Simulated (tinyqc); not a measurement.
Worked calculation: tight binding, dimerised chain. One step of it, computed by the program tinyqc.

Question. Open chain of 5 cells. The same hoppings without the wrap-around bond.

H of the open chain (eV):
```
            1          2          3          4          5          6          7          8
1    0.940000  -0.370000   0.000000   0.000000   0.000000   0.000000   0.000000   0.000000
2   -0.370000  -0.940000  -1.330000   0.000000   0.000000   0.000000   0.000000   0.000000
3    0.000000  -1.330000   0.940000  -0.370000   0.000000   0.000000   0.000000   0.000000
4    0.000000   0.000000  -0.370000  -0.940000  -1.330000   0.000000   0.000000   0.000000
5    0.000000   0.000000   0.000000  -1.330000   0.940000  -0.370000   0.000000   0.000000
6    0.000000   0.000000   0.000000   0.000000  -0.370000  -0.940000  -1.330000   0.000000
7    0.000000   0.000000   0.000000   0.000000   0.000000  -1.330000   0.940000  -0.370000
8    0.000000   0.000000   0.000000   0.000000   0.000000   0.000000  -0.370000  -0.940000
9    0.000000   0.000000   0.000000   0.000000   0.000000   0.000000   0.000000  -1.330000
10   0.000000   0.000000   0.000000   0.000000   0.000000   0.000000   0.000000   0.000000

            9         10
1    0.000000   0.000000
2    0.000000   0.000000
3    0.000000   0.000000
4    0.000000   0.000000
5    0.000000   0.000000
6    0.000000   0.000000
7    0.000000   0.000000
8   -1.330000   0.000000
9    0.940000  -0.370000
10  -0.370000  -0.940000
```

Give: levels; weights of the highest filled level on the sites.

Answer.

levels (eV): [-1.897, -1.771, -1.593, -1.421, -0.940, 0.940, 1.421, 1.593, 1.771, 1.897]

weights of the highest filled level on the sites: [0.000, 0.000, 0.000, 0.000, 0.000, 0.006, 0.000, 0.071, 0.000, 0.923]

The bulk gap runs from -1.3436 to 1.3436 eV; 2 level(s) of this chain lie inside it: end states, which need the weaker bond inside the cell and a chain longer than their decay length.
